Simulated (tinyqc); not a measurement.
## Crystallisation kinetics and data retention of a phase-change cell: kissinger analysis

Johnson-Mehl-Avrami-Kolmogorov law X = 1 - exp(-y^n), y = integral of k dt, k = (1/100 s) exp[-(Ec q/kB)(1/T - 1/T1)].

Tp is the temperature of the largest dX/dt on a ramp of rate b (b in K/min in the logarithm).

Inputs (values chosen for the exercise); values of the order of Ge-Sb-Te and related chalcogenides:
- Ec = 2.5 eV (activation energy of crystallisation)
- T1 = 410 K (temperature at which the rate k is 1/(100 s))
- n = 3.5 (Avrami exponent)

Constants: q = 1.602176634e-19 C, kB = 1.380649e-23 J/K. Results are converted to the units shown.

Kissinger analysis:

| b (K/min) | Tp (K) | q/kB Tp (1/eV) | ln(b/Tp^2) | X at the peak |
|---|---|---|---|---|
| 0.5 | 399.5 | 29.05 | -12.67 | 0.6293 |
| 1 | 403.2 | 28.78 | -12.00 | 0.6293 |
| 2 | 407.0 | 28.51 | -11.32 | 0.6293 |
| 5 | 412.2 | 28.15 | -10.43 | 0.6292 |
| 10 | 416.2 | 27.88 | -9.760 | 0.6292 |
| 20 | 420.3 | 27.61 | -9.086 | 0.6292 |
| 50 | 425.7 | 27.26 | -8.196 | 0.6292 |
| 100 | 430.0 | 26.99 | -7.522 | 0.6291 |

What does the comparison show?

Tp rises from 399 to 430 K. The slope of ln(b/Tp^2) against q/kB Tp between the end rows is -2.499 eV, against Ec = 2.5 eV, and X at the peak stays near 1 - 1/e = 0.632 (0.629 to 0.629).

Range of the model: One Arrhenius rate is assumed; incubation, growth from the boundary and the non-Arrhenius kinetics of the supercooled liquid are left out.

Program tinyqc, `OMP_NUM_THREADS=1 python tinyqc.py 2490003 2490004 out.jsonl`; Intel Xeon 2.30GHz, shared host, one thread, about 0.02 s.
